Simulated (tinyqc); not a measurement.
Inside a calculation. Model: nudged elastic band on a two-dimensional model surface. Computed by tinyqc, a small Python program that keeps every step. Command: `OMP_NUM_THREADS=1 python tinyqc.py 3026020 3026021 out.jsonl neb walk`. One thread of a shared host (Intel(R) Xeon(R) Processor @ 2.30GHz), about 0.1 s of CPU time with the checks. Intermediate numbers are printed to about 5 digits and carried at full precision; extremes and crossings named in words are read from the listed rows.

V(x, y) = -A (cos kx + cos ky) - B cos kx cos ky + (C sin ky + S sin kx)(1 - cos kx), k = 2 pi/a; the atom hops from the minimum at (0, 0) to that at (a, 0).

Inputs (values chosen for the exercise, for a model surface):

| quantity | value | unit |
|---|---|---|
| amplitude A | 0.46 | eV |
| amplitude B | -0.066 | eV |
| skew C | 0.12 | eV |
| asymmetry S | -0.051 | eV |
| period a | 2.9 | angstrom |
| movable images n | 4 | - |
| spring constant k_s | 0.5 | eV/angstrom^2 |
| step factor eta | 0.22 | angstrom^2/eV |
| iteration cap | 600 | - |

Surface: adatom on a square lattice. Climbing image: on.

## Stationary points

Newton steps x(new) = x - H^-1 grad V (moves limited to 0.3 angstrom) from (0, 0), (a, 0) and (a/2, 0) give the two minima and the saddle.

positions (angstrom):
```
             x        y
start   0.0000   0.0000
end     2.9000   0.0000
saddle  1.5739  -0.1952
```

energies (eV): start -0.85400, end -0.85400, saddle -0.10414

barrier from the start = 0.74986 eV

## Straight-line start

Images are spaced evenly on the line between the minima.

images at the start (angstrom):
```
            x     y
image 1  0.58  0.00
image 2  1.16  0.00
image 3  1.74  0.00
image 4  2.32  0.00
```

energies above the start (eV): 0.23873  0.65852  0.76698  0.30576

The highest image lies +0.0171 eV from the true barrier.

## Iteration 1

Tangent at image i: towards the higher neighbour if the energies rise or fall through i; at a maximum or minimum, tau = t+ dmax + t- dmin if V(i+1) > V(i-1), else t+ dmin + t- dmax, with t+ = R(i+1) - R(i), t- = R(i) - R(i-1) and dmax, dmin the larger and smaller of |V(i+1) - V(i)| and |V(i-1) - V(i)|; then normalise. Force F = -grad V + (grad V.tau) tau + k_s (|t+| - |t-|) tau. With a climbing image, the highest image feels instead F = -grad V + 2 (grad V.tau) tau and no spring. Update R(new) = R + eta F; the end points stay fixed.

unit tangents:
```
         x  y
image 1  1  0
image 2  1  0
image 3  1  0
image 4  1  0
```

forces (eV/angstrom):
```
                x         y
image 1   0.00000  -0.17965
image 2   0.00000  -0.47033
image 3  -0.37822  -0.47033
image 4   0.00000  -0.17965
```

images after iteration 1 (angstrom):
```
              x        y
image 1  0.5800  -0.0395
image 2  1.1600  -0.1035
image 3  1.6568  -0.1035
image 4  2.3200  -0.0395
```

## Iteration 2

The formulas are those given above.

unit tangents:
```
              x        y
image 1  0.9940  -0.1096
image 2  1.0000   0.0000
image 3  0.9996   0.0267
image 4  0.9954   0.0960
```

forces (eV/angstrom):
```
                x         y
image 1  -0.01757  -0.16921
image 2  -0.04336  -0.21128
image 3  -0.16505  -0.24090
image 4  -0.02453  -0.18810
```

images after iteration 2 (angstrom):
```
              x        y
image 1  0.5761  -0.0768
image 2  1.1505  -0.1500
image 3  1.6205  -0.1565
image 4  2.3146  -0.0809
```

## All iterations

Start on the straight line; stop when the largest force is below 1e-4 or above 1e6 eV/angstrom.

Course of the band:

| iteration | highest image (eV) | largest force (eV/angstrom) |
|---|---|---|
| 1 | 0.76698 | 6.0354e-01 |
| 2 | 0.75340 | 2.9202e-01 |
| 3 | 0.74957 | 1.3665e-01 |
| 4 | 0.74948 | 7.6365e-02 |
| 5 | 0.74968 | 5.3689e-02 |
| 6 | 0.74979 | 4.2732e-02 |
| 7 | 0.74983 | 3.6499e-02 |
| 8 | 0.74985 | 3.1237e-02 |
| 9 | 0.74985 | 2.6764e-02 |
| ... | ... | ... |
| 48 | 0.74986 | 2.3174e-04 |
| 49 | 0.74986 | 2.0622e-04 |
| 50 | 0.74986 | 1.8351e-04 |
| 51 | 0.74986 | 1.6330e-04 |
| 52 | 0.74986 | 1.4532e-04 |
| 53 | 0.74986 | 1.2931e-04 |
| 54 | 0.74986 | 1.1507e-04 |
| 55 | 0.74986 | 1.0240e-04 |
| 56 | 0.74986 | 9.1125e-05 |

Band at the end:

| image | x (angstrom) | y (angstrom) | E (eV) |
|---|---|---|---|
| 0 | 0.0000 | 0.00000 | 0.00000 |
| 1 | 0.5186 | -0.11072 | 0.19370 |
| 2 | 1.0442 | -0.17964 | 0.54393 |
| 3 | 1.5739 | -0.19522 | 0.74986 |
| 4 | 2.2430 | -0.13837 | 0.36909 |
| 5 | 2.9000 | 0.00000 | 0.00000 |

energy of the highest image = 0.74986 eV

iterations = 56

largest force at the end = 9.1125e-05 eV/angstrom

Converged in 56 iterations. The climbing image sits on the saddle, so its energy is the barrier.

## Plain band against climbing image

Images are counted without the end points, and convergence is judged on the largest force on an image. Each run starts on the straight line with the same k_s and eta, for at most 1500 iterations; errors are against the Newton saddle; a dash marks a run that did not reach 1e-4 eV/angstrom.

Error of the highest image (meV) and iterations:

| images | plain, error | plain, iterations | climbing, error | climbing, iterations |
|---|---|---|---|---|
| 2 | -127.861 | 16 | 0 | 35 |
| 3 | -13.956 | 12 | 0 | 30 |
| 4 | -28.139 | 16 | 0 | 56 |
| 5 | -13.938 | 24 | 0 | 54 |
| 6 | -7.183 | 31 | 0 | 78 |
| 8 | -1.507 | 45 | 0 | 88 |
| 10 | -0.096 | 58 | 0 | 70 |

The plain band underestimates the barrier by 0.10 to 127.86 meV, depending on how near an image falls to the saddle (worst for 2 images, best for 10). The climbing image is within about 0.001 meV in every converged run, so few images suffice for the barrier.

Checks made by the program: climbing image against the Newton saddle (relative difference below 1e-10).
